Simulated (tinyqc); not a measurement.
## Doping from the body effect

Question. The threshold of a long MOSFET, counted against the source, shifts by gamma (sqrt(2 phiF + Vsb) - sqrt(2 phiF)) with gamma = sqrt(2 eps0 eps_r q N)/Cox. Find 2 phiF, gamma and N from two shifts.

Inputs (values chosen for the exercise):
- eps_r = 9.66 (relative permittivity)

Constants: q = 1.602176634e-19 C, eps0 = 8.8541878128e-14 F/cm where lengths are in cm. Results are converted to the units shown.

|VT - VT(0)| at source-body biases 1 and 2.6 V (V): 0.075728439  0.17906718
Cox = 1.1510444 uF/cm^2

Solution. The ratio of the shifts depends on 2 phiF alone and rises steadily with it, so it fixes 2 phiF; either shift then gives gamma, and gamma gives N.

2 phiF = 2.945 V
gamma = 0.2804 V^0.5
N = 3.800e17 cm^-3

Program tinyqc, `OMP_NUM_THREADS=1 python tinyqc.py 2060052 2060053 out.jsonl`; Intel Xeon 2.30GHz, shared host, one thread, about 0.01 s.
